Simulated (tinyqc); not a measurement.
Inside a calculation: effective mass of the split-off band from tabulated energies. Values are carried at full precision from step to step, so a last printed digit may differ when a step is redone from the rounded ones.

c = hbar^2/2m0.
Constants: hbar^2/2m0 = 3.80998211 eV angstrom^2.

## Finite differences

Energies along [100], from the band edge downward:

| k (1/angstrom) | E (meV) |
|---|---|
| 0.00000 | 0.0000 |
| 0.00470 | 0.6896 |
| 0.00940 | 2.7582 |
| 0.01410 | 6.2047 |
| 0.01880 | 11.0270 |
| 0.02350 | 17.2213 |
| 0.02820 | 24.7820 |
| 0.03290 | 33.7000 |
| 0.03760 | 43.9627 |

reference mass (curvature of the model at k = 0.0001 1/angstrom) = 0.12203 m0

The band is even in k. m = c k^2/E(k) from the points 1, 2, 4 (k = 0 is point 0); Richardson from points 1 and 2: c/m = [16 E(k1) - E(k2)]/(12 k1^2).

m from points 1, 2, 4 (m0): 0.12205  0.12205  0.12212

m by Richardson = 0.12204 m0

Errors against the reference: +0.01, +0.02 and +0.07 % and +0.01 %. The extrapolation removes the k^4 term.

## Least squares over all points

Fit E = a k^2 (a = sum k^2 E/sum k^4), then E = a k^2 + b k^4 from the normal equations; E in eV; m = c/a.

sums of k^4, k^6, k^8: 4.2805e-06  4.8179e-09  5.8777e-12

sums of k^2 E, k^4 E: 0.00013324  1.4992e-07

a, one term = 31.127 eV angstrom^2

a and b, two terms: 31.24  -101.6

m, one and two terms (m0): 0.12240  0.12195

The parabola over all points errs by +0.3 % because the weights k^4 favour the outer points; the second term brings the error to -0.1 %.

## The non-parabolic form

E (1 + alpha E) = c k^2/m means that y = c k^2/E is a straight line in E with intercept m and slope m alpha. Fit the line by unweighted least squares over points 1 to 8, E in eV.

y (m0): 0.12205  0.12205  0.12208  0.12212  0.12218  0.12226  0.12237  0.12252

m = 0.12201 m0
alpha = 0.090 1/eV

The intercept errs by -0.02 %. For this band the scale of alpha is set by Dso = 0.808 eV as well as by the gap.

## Checks

- Two-term fit by normal equations against a least-squares routine: both 31.2414.

tinyqc: `OMP_NUM_THREADS=1 python tinyqc.py 1850148 1850149 out.jsonl`; about 0.01 s, one thread, shared Intel(R) Xeon(R) Processor @ 2.30GHz.
